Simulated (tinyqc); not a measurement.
# Changing the pH

Model: potential-pH (Pourbaix) lines of a metal, its cation, its oxide and an oxyanion, with a complexing ligand. Computed by tinyqc, a small Python program. Command: `OMP_NUM_THREADS=1 python tinyqc.py 3016074 3016075 out.jsonl pourb sweep`. One thread of a shared host (Intel(R) Xeon(R) Processor @ 2.30GHz), about 0.01 s of CPU time with the checks.

Potentials are against the standard hydrogen electrode; solids and water have unit activity; dG_f of M, H+ and the electron is zero; F = e N_A and s = R T ln(10)/F. The cation carries z = 2.

Inputs (values chosen for the exercise, modelled on nickel):

| quantity | value | unit |
|---|---|---|
| dG_f of the cation | -45.44 | kJ/mol |
| dG_f of the oxide | -210.08 | kJ/mol |
| dG_f of the oxyanion | -267.89 | kJ/mol |
| dG_f of water | -237.14 | kJ/mol |
| temperature T | 298.15 | K |
| log10 of the dissolved activity a | -5 | - |
| potential E | 0.75 | V |
| log10 of the stability constant beta of ML | 6.8 | - |
| pKa of HL | 7.8 | - |
| total ligand c_L | 0.24 | mol/L |
| limiting current density i_L | 0.0023 | A/cm^2 |
| molar volume V_m | 6.59 | cm^3/mol |

Species: M, M2+, MO, MO2(2-).

exchange current densities, metal and cathodic (A/cm^2): 5.5e-06  6.8e-10

Tafel slopes, anodic and cathodic (mV/decade): 40  115

Constants: R = 8.314462618 J/(mol K); e = 1.602176634e-19 C; N_A = 6.02214076e+23 1/mol.

Method:
- M2+ + 2e = M; MO + 2H+ + 2e = M + H2O; MO2(2-) + 4H+ + 2e = M + 2H2O. For each, E0 = -dG/(z F), and E = E0 + (s/z) log10 a - (s n_H/z) pH, with no activity term for the oxide.
- The metal is stable below the lowest of the three lines; above it, the species of the lowest line is stable. Water lines at 1 bar: hydrogen E = -s pH, oxygen E = -dG_f(water)/(2F) - s pH.
- The free ligand is c_L/(1 + 10^(pKa - pH)) (ligand in excess); dissolved metal is a in all, so the free cation is a/alpha, alpha = 1 + beta [L]; the cation line drops by (s/z) log10 alpha.
- Anodic i = i0a 10^((E - E_a)/b_a) with E_a the cation line with ligand; cathodic i = i0c 10^((E_c - E)/b_c) with E_c the oxygen line; supply caps the cathodic current, 1/i_c = 1/i(Tafel) + 1/i_L. E_corr makes the two currents equal. Without the cap it would be [b_c E_a + b_a E_c + b_a b_c log10(i0c/i0a)]/(b_a + b_c). Rate = i V_m/(z F). Films are left out.

One run for each value:

| pH | upper limit of immunity (V) | cation line with ligand (V) | corrosion potential E_corr (V) | etch rate (nm/min) | log10 alpha |
|---|---|---|---|---|---|
| 1.0 | -0.3834 | -0.3861 | -0.2813 | 47.13 | 0.093 |
| 2.5 | -0.3834 | -0.4110 | -0.3061 | 47.13 | 0.934 |
| 4.0 | -0.3834 | -0.4538 | -0.3490 | 47.13 | 2.382 |
| 5.5 | -0.3834 | -0.4981 | -0.3932 | 47.13 | 3.878 |
| 7.0 | -0.3834 | -0.5406 | -0.4358 | 47.13 | 5.316 |
| 8.5 | -0.3834 | -0.5638 | -0.4590 | 47.12 | 6.101 |
| 10.0 | -0.4514 | -0.5661 | -0.4613 | 47.08 | 6.177 |
| 11.5 | -0.5401 | -0.5662 | -0.4614 | 46.87 | 6.180 |
| 13.0 | -0.6288 | -0.5662 | -0.4619 | 45.64 | 6.180 |

Over the rows, upper limit of immunity (V) falls from -0.383 to -0.629, flat over part of the range; cation line with ligand (V) falls from -0.386 to -0.566; corrosion potential E_corr (V) falls from -0.281 to -0.462.

Caution (all rows): other oxidation states, hydroxides and hydrides are left out, and the lines say nothing of rates. Caution (rows 1.00, 2.50, 4.00, 5.50, 7.00): E_corr lies below the hydrogen line, so hydrogen evolution, left out here, adds cathodic current. Caution (rows 13.0): at this pH the oxide, not the cation, is the stable product, and a film would cut the rate.
